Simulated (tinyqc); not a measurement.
Inside a calculation. Model: off-state leakage of single and stacked transistors.

Computed by the program tinyqc: `OMP_NUM_THREADS=1 python tinyqc.py 2242046 2242047 out.jsonl`, one thread of a shared Intel Xeon 2.30GHz, about 0.03 s for the whole run. Printed values are rounded.

n-channel devices of unit width. Subthreshold current I(Vg, Vs, Vd) = I0 (T/300 K)^0.5 exp[(Vg - Vs - VT(T) - gb (Vs - Vb) + dd (Vd - Vs))/(nf Vt)] (1 - exp(-(Vd - Vs)/Vt)), VT(T) = VT - cT (T - 300 K). Gate-edge tunnelling Ig (Vd/1 V) exp(ag (Vd - 1 V)), for a gate at 0 V, and band-to-band leakage Ab u exp(-Bb/u), u = Vd - Vb + 1 V, flow at a drain held at V; both are taken as independent of T. In a stack of off transistors (all gates at 0 V) the same subthreshold current passes through each.

Parameters, values chosen for the exercise; values of the order met in bulk silicon logic transistors: temperature T = 398 K; supply voltage V = 0.8 V; threshold at 300 K, zero drain and body bias VT = 0.45 V; fall of the threshold with temperature cT = 0.8 mV/K; current at threshold at 300 K I0 = 0.24 uA/um; slope factor nf = 1.2; drain-induced lowering per volt dd = 0.08; rise of the threshold per volt of source-body bias gb = 0.1; gate-edge tunnelling current at 1 V Ig = 0.0007 uA/um; exponential slope of the gate current ag = 4.4 1/V; prefactor of band-to-band leakage at the drain Ab = 3 uA/(um V); its exponential voltage Bb = 28 V; body voltage Vb = 0 V.

Constants: q = 1.602176634e-19 C, kB = 1.380649e-23 J/K, Vt = kB T/q. Results are converted to the units shown.

## Leakage of one transistor

Vg = Vs = 0, Vd = V; effective threshold VT(T) - gb Vb - dd V.

effective threshold = 0.3076 V
parts (nA/um): subthreshold 0.1569296, gate edge 0.2322784, band-to-band 9.477675e-4
total = 0.3901558 nA/um
shares (%): subthreshold 40.22229, gate edge 59.53479, band-to-band 0.2429203

The gate edge part is the largest.

## Starting value

Vx = dd V/(1 + gb + 2 dd), the solution for Vx well above Vt, rounded to three decimals.

Vx at the start = 0.051 V

## Iteration 1: new Vx

Stack of two, Vx the node between them: I_low = I(0, 0, Vx), I_up = I(0, Vx, V), f = ln(I_up/I_low), f' = -(1 + gb + 2 dd)/(nf Vt) - 1/(Vt (exp(Vx/Vt) - 1)) - 1/(Vt (exp((V - Vx)/Vt) - 1)), Vx(new) = Vx - f/f'.

I_low = 0.02832210 nA/um
I_up = 0.03636365 nA/um
f = 0.2499271
f' = -39.13080 1/V
Vx after iteration 1 = 0.05738697 V

## Iteration 2: new Vx

As before.

I_low = 0.03009900 nA/um
I_up = 0.03027881 nA/um
f = 0.005956288
f' = -37.34962 1/V
Vx after iteration 2 = 0.05754644 V

## Course of the iteration

Stop when the step is below 1e-11 V, or after 40 iterations.

Course of the iteration:
```
iteration  Vx before the step (V)  step (V)
1                           0.051   6.39e-3
2                      0.05738697   1.59e-4
3                      0.05754644   8.22e-8
4                      0.05754652  2.18e-14
```

Converged in 4 iterations. The subthreshold current of the stack is 0.03014 nA/um, 5.21 times less than that of one transistor (the drain leakage is unchanged); the estimate exp[dd V (1 + gb + dd)/((1 + gb + 2 dd) nf Vt)] gives 4.29.
